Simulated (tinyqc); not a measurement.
# MOS inversion layer, Poisson-Schroedinger loop: two studies

Electrons confined at an insulator interface at z = 0, treated as a hard wall; parabolic valleys, Hartree approximation, no image or exchange terms. The depletion charge lies far deeper than the electrons and gives a uniform field q Nd/(eps0 eps_r); the gate balances all charge. Energies are counted from the band edge at the interface.

Parameters, values chosen for the exercise; masses and permittivity close to those of silicon (100): temperature T = 300 K; relative permittivity eps_r = 11.8; mass along z of valley set A (2 valley(s)) mz1 = 0.902 m0; in-plane density-of-states mass of set A md1 = 0.187 m0; mass along z of valley set B (4 valley(s)) mz2 = 0.192 m0; in-plane density-of-states mass of set B md2 = 0.416 m0; sheet density of electrons Ns = 6.9e11 cm^-2; sheet density of depletion charge Nd = 1.8e11 cm^-2; extra shift of set B (strain) dE = 0 eV.

Constants: q = 1.602176634e-19 C, kB = 1.380649e-23 J/K, hbar = 1.054571817e-34 J s, m0 = 9.1093837015e-31 kg, Vt = kB T/q, eps0 = 8.8541878128e-14 F/cm where lengths are in cm, hbar^2/(2 m0) = 0.0380998212 eV nm^2. Results are converted to the units shown.

Each table varies one quantity; the others keep the values above.

## Effect of the sheet density of depletion charge

Schroedinger equation -(C/mz) psi'' + (V0 + U + dE for set B) psi = E psi, C = hbar^2/(2 m0), psi(0) = 0, on a uniform mesh of 800 nodes with a far wall at 92 nm, 8 levels a set; V0 = q Nd z/(eps0 eps_r); dU/dz = q (Ns - integral of n from 0 to z)/(eps0 eps_r), U(0) = 0; N_k = g md m0 q Vt/(pi hbar^2) ln(1 + exp((EF - E_k)/Vt)), g the number of valleys of the set, sum N_k = Ns. Triangular well: E_k = a_k (C F^2/mz)^(1/3), a_1 = 2.338107, a_2 = 4.087949, C = hbar^2/(2 m0), F in eV/nm. Fang-Howard (all electrons in the lowest level of set A): b^3 = 6 (mz1/C) q (Nd + 11 Ns/32)/(eps0 eps_r), centroid 3/b, level C b^2/(4 mz1) + (3/b) q (Nd + 11 Ns/16)/(eps0 eps_r). The centroid adds 3.9 z_av/eps_r to an oxide-equivalent thickness.

Results:
```
Nd (cm^-2)	A1 (meV)	B1 (meV)	EF (meV)	share of A1 (%)	share of set A (%)	centroid z_av (nm)	added oxide equivalent (nm)	Fang-Howard centroid (nm)
1e11	40.6	62.5	-47.7	18.9	38.2	8.01	2.65	3.33
1.7e11	43.0	66.3	-42.4	21.2	40.1	6.74	2.23	3.12
3.1e11	47.6	73.8	-33.0	25.4	43.1	5.27	1.74	2.83
5.3e11	54.5	85.3	-20.3	31.6	47.1	4.11	1.36	2.53
1.6e12	84.2	135	24.4	55.3	63.4	2.38	0.788	1.89
2.9e12	115	187	62.9	74.4	78.4	1.76	0.581	1.58
5e12	157	259	111	90.1	91.5	1.34	0.443	1.33
```

Estimate the missing row, Nd = 9.4e11 cm^-2.

Computed row:
```
Nd (cm^-2)	A1 (meV)	B1 (meV)	EF (meV)	share of A1 (%)	share of set A (%)	centroid z_av (nm)	added oxide equivalent (nm)	Fang-Howard centroid (nm)
9.4e11	66.6	106	-0.785	41.7	53.7	3.10	1.03	2.19
```

With this row back in the table: As Nd goes from 1e11 to 5e12, A1 rises from 40.6 to 157 meV, the share of A1 rises from 18.9 to 90.1 % and the centroid falls from 8.01 to 1.34 nm. A1 goes as Nd^(0.58) between the last two rows (a triangular well in the field of that charge alone gives 2/3). The Fang-Howard centroid is 58 % below the full one in the first row, where A1 holds 18.9 %, and 0.59 % below it in the last, where A1 holds 90.1 %. For Nd = 1e11, 1.7e11 the eighth level of a set still holds over 0.4 % of the electrons, so more levels and a farther wall would raise the centroid.

## Effect of the sheet density of electrons

Schroedinger equation -(C/mz) psi'' + (V0 + U + dE for set B) psi = E psi, C = hbar^2/(2 m0), psi(0) = 0, on a uniform mesh of 800 nodes with a far wall at 82 nm, 8 levels a set; V0 = q Nd z/(eps0 eps_r); dU/dz = q (Ns - integral of n from 0 to z)/(eps0 eps_r), U(0) = 0; N_k = g md m0 q Vt/(pi hbar^2) ln(1 + exp((EF - E_k)/Vt)), g the number of valleys of the set, sum N_k = Ns.

Effect of the sheet density of electrons:
```
Ns (cm^-2)	A1 (meV)	B1 (meV)	EF (meV)	share of A1 (%)	share of set A (%)	centroid z_av (nm)	added oxide equivalent (nm)	Fang-Howard centroid (nm)
1e11	21.0	34.2	-127	12.9	34.7	9.32	3.08	3.87
2.1e11	25.9	41.5	-100	14.7	35.9	8.55	2.83	3.66
4.5e11	35.2	55.1	-65.2	18.3	38.2	7.38	2.44	3.33
9.7e11	51.8	79.1	-20.3	24.8	42.6	5.93	1.96	2.89
2.1e12	80.4	119	39.2	35.5	50.1	4.45	1.47	2.40
4.4e12	126	180	117	48.8	59.7	3.24	1.07	1.94
9.4e12	202	281	232	61.5	69.3	2.31	0.765	1.54
2e13	329	447	416	68.7	74.5	1.69	0.557	1.21
```

Read the table: what changes, and by how much?

As Ns goes from 1e11 to 2e13, A1 rises from 21.0 to 329 meV, the share of A1 rises from 12.9 to 68.7 % and the centroid falls from 9.32 to 1.69 nm. A1 goes as Ns^(0.65) between the last two rows (a triangular well in the field of that charge alone gives 2/3). EF lies more than 2 meV above A1 for Ns = 9.4e12, 2e13. The Fang-Howard centroid is 58 % below the full one in the first row, where A1 holds 12.9 %, and 28 % below it in the last, where A1 holds 68.7 %. For Ns = 1e11, 2.1e11, 4.5e11, 9.7e11 the eighth level of a set still holds over 0.4 % of the electrons, so more levels and a farther wall would raise the centroid.

tinyqc, about 1 s, one thread, Intel Xeon 2.30GHz (shared host): `OMP_NUM_THREADS=1 python tinyqc.py 2160036 2160037 out.jsonl`
